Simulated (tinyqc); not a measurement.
Electromigration in a confined line: Blech product, Korhonen stress evolution and Black's law: one step, computed by the program tinyqc.

The electron wind pushes atoms from the cathode (x = 0) to the anode (x = L); blocking ends build a back stress (tension positive). The input rho is taken not to change with temperature. d sigma/dt = d/dx [kappa (d sigma/dx + G)], with zero flux at both ends and sigma = 0 at t = 0.

Question. Extrapolation by Black's law. Median life t50 = A j^(-n) exp(E/(k_B T)); acceleration factor = t50(use)/t50(test) = (j/j_u)^n exp[(E/k_B)(1/T_u - 1/T)]. Temperatures in kelvin are T(C) + 273.15.

Inputs (values chosen for the exercise, close to those used for copper lines):
```
quantity                 value     unit
activation energy E      0.934       eV
current density j          1.9  MA/cm^2
line length L               27       um
test temperature T         260        C
use temperature T_u        105        C
use current density j_u   0.85  MA/cm^2
current exponent n           1        -
```

Start: stress-free.

Constants: k_B = 8.617333262e-05 eV/K.

Give: current factor; temperature factor; acceleration factor.

Answer.

current factor = 2.235

temperature factor = 4158

acceleration factor = 9295

Caution: the test j L lies below the critical product, so the line would not void in the test and the acceleration factor is formal. Caution: j_u L lies below the critical product, so the acceleration factor is formal: at use the line would not void.
